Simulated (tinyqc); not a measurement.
Inside a calculation. Method: lattice vibrations of a chain. One step of it, computed by the program tinyqc.

Question. Dynamical matrix at q = 0.14. q is in units of 2 pi/a. A spring k from atom i to atom j, n cells on, adds k to Phi_ii and Phi_jj, -k exp(2 pi i q n) to Phi_ij and the conjugate to Phi_ji (for one atom a cell: 2k (1 - cos 2 pi q n)); D_ij = Phi_ij / sqrt(m_i m_j).

A chain moving along its axis:
```
atom   mass (u)  spring to the next atom (eV/angstrom^2)
1     60.400000                                21.500000
2     34.600000                                11.400000
3     32.700000                                14.700000
```

Give: D(q).

Answer.

D(q) (eV/(angstrom^2 u)), lower triangle (Hermitian):
```
                 1        2       3
1           0.5993
2          -0.4703   0.9509
3  -0.2108-0.2549i  -0.3389  0.7982
```
